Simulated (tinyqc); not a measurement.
Inside a calculation. Method: RHF in the 6-31g basis, for H3-, spin multiplicity 1. The basis has no diffuse functions, so it cannot describe the extra electron: this is an exercise in the method, not the real anion. One step of it, computed by the program tinyqc.

Question. Iteration 2: diagonalisation and new density. Diagonalise F' = X^T F X, C = X C', fill 2 alpha and 2 beta electrons from the bottom; D = 2 C_occ C_occ^T. Each column has its largest component positive (the first on a tie).

Fock matrix F (hartree), order 1H 1s, 1H 2s, 2H 1s, 2H 2s, 3H 1s, 3H 2s:
```
[[0.467337, -0.197103, -0.210721, -0.206383, -0.210721, -0.206383],
 [-0.197103, -0.056937, -0.205715, -0.121655, -0.205715, -0.121655],
 [-0.210721, -0.205715, 0.459862, -0.205636, 0.018693, -0.033982],
 [-0.206383, -0.121655, -0.205636, -0.020904, -0.033982, -0.068891],
 [-0.210721, -0.205715, 0.018693, -0.033982, 0.459862, -0.205636],
 [-0.206383, -0.121655, -0.033982, -0.068891, -0.205636, -0.020904]]
```

X, order 1H 1s, 1H 2s, 2H 1s, 2H 2s, 3H 1s, 3H 2s:
```
[[1.274322, -0.583142, 0.015674, 0.058581, 0.015674, 0.058581],
 [-0.583142, 1.998488, 0.020624, -0.658437, 0.020624, -0.658437],
 [0.015674, 0.020624, 1.254705, -0.502277, -0.008716, 0.017877],
 [0.058581, -0.658437, -0.502277, 1.569812, 0.017877, 0.183490],
 [0.015674, 0.020624, -0.008716, 0.017877, 1.254705, -0.502277],
 [0.058581, -0.658437, 0.017877, 0.183490, -0.502277, 1.569812]]
```

Give: F' = X^T F X; orbital energies; coefficients C; D after iteration 2.

Answer.

F' = X^T F X (hartree):
```
[[0.9769, -0.6150, -0.0901, -0.0804, -0.0901, -0.0804],
 [-0.6150, 0.6261, -0.1202, -0.1861, -0.1202, -0.1861],
 [-0.0901, -0.1202, 0.9637, -0.6149, 0.0209, 0.0567],
 [-0.0804, -0.1861, -0.6149, 0.4626, 0.0567, 0.0034],
 [-0.0901, -0.1202, 0.0209, 0.0567, 0.9637, -0.6149],
 [-0.0804, -0.1861, 0.0567, 0.0034, -0.6149, 0.4626]]
```

orbital energies (hartree): [-0.2156, -0.0129, 0.4838, 1.3305, 1.4148, 1.4548]

coefficients C, order 1H 1s, 1H 2s, 2H 1s, 2H 2s, 3H 1s, 3H 2s:
```
[[0.2304, 0.0000, 0.2225, 0.3757, 0.0000, -1.3144],
 [0.3291, 0.0000, 1.3783, -0.0519, 0.0000, 1.7864],
 [0.1647, 0.2128, -0.0818, 0.8876, 0.9424, 0.2694],
 [0.2756, 0.5905, -0.9504, -0.7447, -0.8646, -0.7467],
 [0.1647, -0.2128, -0.0818, 0.8876, -0.9424, 0.2694],
 [0.2756, -0.5905, -0.9504, -0.7447, 0.8646, -0.7467]]
```

D after iteration 2, order 1H 1s, 1H 2s, 2H 1s, 2H 2s, 3H 1s, 3H 2s:
```
[[0.1062, 0.1517, 0.0759, 0.1270, 0.0759, 0.1270],
 [0.1517, 0.2167, 0.1084, 0.1814, 0.1084, 0.1814],
 [0.0759, 0.1084, 0.1448, 0.3421, -0.0363, -0.1605],
 [0.1270, 0.1814, 0.3421, 0.8494, -0.1605, -0.5456],
 [0.0759, 0.1084, -0.0363, -0.1605, 0.1448, 0.3421],
 [0.1270, 0.1814, -0.1605, -0.5456, 0.3421, 0.8494]]
```
